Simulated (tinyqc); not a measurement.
## Lifetime from the low-frequency admittance

Problem. At low frequency a p+-n diode with a base of width wb has C_diff/G = (tau/2)(1 - 2 x/sinh 2x), x = wb/sqrt(Dp tau). Find tau, x and the limit of C_diff/G for infinite lifetime, wb^2/(3 Dp).

Values chosen for this exercise: hole diffusion coefficient Dp = 5.5 cm^2/s; width of the neutral base wb = 12 um.

G = 7.4585549 S/cm^2
C_diff = 0.27788691 uF/cm^2

Solution. The ratio rises steadily with tau from tau/2 (long base) towards wb^2/(3 Dp) (short base), so one lifetime matches as long as the ratio is below that limit.

tau = 1.00e-7 s
x = 1.62
limit of C_diff/G = 8.73e-8 s

Numbers from tinyqc (`OMP_NUM_THREADS=1 python tinyqc.py 2890193 2890194 out.jsonl`; about 0.01 s on one thread of a shared Intel Xeon 2.30GHz).
